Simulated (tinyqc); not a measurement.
Three-level Kane dispersion of a narrow-gap semiconductor, step by step. Values are carried at full precision from step to step, so a last printed digit may differ when a step is redone from the rounded ones.

Zero of energy at Gamma8, c = hbar^2/2m0, P^2 = Ep c. The free-electron term and remote bands are left out, so the heavy holes are flat at E = 0 and the other three bands obey E (E - Eg)(E + Dso) = P^2 k^2 (E + 2 Dso/3). The conduction band is the highest root; its edge is Ec = max(Eg, 0).

Constants: hbar^2/2m0 = 3.80998211 eV angstrom^2; hbar = 6.58211957e-16 eV s; e^2/(4 pi eps0) = 14.39964547 eV angstrom; muB = 5.788381798e-05 eV/T.

Parameters, chosen for this exercise (a narrow-gap II-VI alloy; not measured data):
```
symbol  value    unit        meaning
Eg      0.23     eV          E(Gamma6) - E(Gamma8)
Dso     1.01     eV          spin-orbit splitting
Ep      19.9     eV          Kane energy
k       0.039    1/angstrom  wave vector
n       1.5e+16  cm^-3       electron density
eps     12.7                 high-frequency dielectric constant
B       0.3      T           magnetic field
```

## The three bands at one k

Expand the equation into E^3 + a2 E^2 + a1 E + a0 = 0 and give its roots; compare with the two-level form (Dso to infinity) E = Eg/2 +/- sqrt(Eg^2/4 + (2/3) P^2 k^2).

P^2 k^2 = 0.115320 eV^2

a2, a1, a0: [0.780000, -0.347620, -0.077649]

roots (eV): [-1.0421, -0.1718, 0.4338]

two-level form (eV): [-0.1852, 0.4152]

The two-level form misses the highest root by -18.7 meV. The order is normal: Gamma6 forms the conduction band.

## Mass at the edge and limiting velocity

m0* = Eg (Eg + Dso)/(Ep (Eg + 2 Dso/3)). In the two-level form the velocity tends to v = sqrt(2/3) P/hbar, and |Eg| = 2 m v^2 with m = 3 |Eg|/(2 Ep), as for a relativistic particle. 1 angstrom = 1e-10 m.

m0* = 0.01587 m0
P = 8.7074 eV angstrom
v = 1.080e+06 m/s
k at which the linear part sets in, |Eg|/(2 hbar v) = 0.01618 1/angstrom

## Fermi level and mass at a given density

Degenerate electrons at T = 0: kF = (3 pi^2 n)^(1/3), 1 cm^-3 = 1e-24 angstrom^-3; EF is the highest root at kF. The momentum (cyclotron, optical) mass is m(E) = hbar^2 k/(dE/dk) = c d(k^2)/dE with d(k^2)/dE = k^2 [1/E + 1/(E - Eg) + 1/(E + Dso) - 1/(E + 2 Dso/3)]; the density of states is k d(k^2)/dE/(2 pi^2).

Edge mass m0* = Eg (Eg + Dso)/(Ep (Eg + 2 Dso/3)).

Compare EF - Ec with the parabolic value c kF^2/m0*.

kF = 0.00763 1/angstrom
EF - Ec = 0.0133 eV
parabolic value = 0.0140 eV
m(EF) = 0.01756 m0
m(EF)/m0* = 1.107
density of states at EF = 1.782e+18 1/(eV cm^3)

The parabola overstates EF - Ec by a factor of 1.05; (EF - Ec)/|Eg| = 0.06, and the two-level rule 1 + 2 (EF - Ec)/|Eg| = 1.115 estimates the mass ratio.

## Plasma and cyclotron energies

hbar wp = sqrt(8 pi c (e^2/4 pi eps0) n/(eps m)), hbar wc = 2 muB B/m (classical limit), with m = m(EF) and, for comparison, the edge mass; n in angstrom^-3.

hbar wp with m(EF), with m0* (meV): [9.63, 10.13]

hbar wc with m(EF), with m0* (meV): [1.98, 2.19]

hbar wc is not small against EF - Ec = 13.3 meV, so fewer than ten Landau levels are filled and the classical value is only a guide.

## Checks

- Roots of the cubic against the 8 x 8 Kane matrix without remote terms: they agree to 1e-10 or better.
- m(E) near the edge against m0*: both 0.01587.

Run: tinyqc, `OMP_NUM_THREADS=1 python tinyqc.py 1080712 1080713 out.jsonl`; Intel(R) Xeon(R) Processor @ 2.30GHz, one thread, shared host; about 0.01 s of CPU time with all checks.
